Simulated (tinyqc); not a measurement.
Inter-valley coupling by envelope functions against a chain of atomic planes: one step. One plane of added Ge, to first order. Two cases, with inputs chosen for the exercise.

Question. F_j is the envelope on plane j (sum F_j^2 = 1) and Dv the coupling of the two valleys, which split by 2|Dv|. A single plane has Fourier weight at all wavelengths: it adds dE xs F_j^2 to |Dv|, so the splitting is about 2 dE xs F_j^2 if this term rules, and the mean of the doublet rises by dE xs F_j^2.

Case 1.

Values chosen (out of a larger set: near those of the Delta valleys of silicon in a SiGe well; not measured data):
- dE = 0.62 eV (offset per unit Ge fraction)
- js = 67 (plane j of a Ge spike (the well starts at j = 30))
- xs = 0.16 (Ge fraction added on that plane)

F_j^2 of the smooth well on that plane = 0.0043067

Case 2.

Values chosen (out of a larger set: near those of the Delta valleys of silicon in a SiGe well; not measured data):
- dE = 0.51 eV (offset per unit Ge fraction)
- js = 49 (plane j of a Ge spike (the well starts at j = 30))
- xs = 0.15 (Ge fraction added on that plane)

F_j^2 of the smooth well on that plane = 0.0416369

Give: splitting; rise of the mean level.

Answer.

Case 1.

splitting = 854 micro-eV
rise of the mean level = 0.427 meV

The chain with the spike gives 572 micro-eV and a rise of 0.286 meV; the envelope solved with the spike gives 550. First order is +49 % off: the state draws back from the spike, which the envelope solved anew includes.

Case 2.

splitting = 6370 micro-eV
rise of the mean level = 3.185 meV

The chain with the spike gives 5459 micro-eV and a rise of 2.730 meV; the envelope solved with the spike gives 5427. First order is +17 % off: the state draws back from the spike, which the envelope solved anew includes.

Computed by tinyqc, one run a case: `OMP_NUM_THREADS=1 python tinyqc.py N N+1 out.jsonl` with N = 1452360, 1452382; one thread of a shared Intel(R) Xeon(R) Processor @ 2.30GHz, about 0.1 s a run at most.
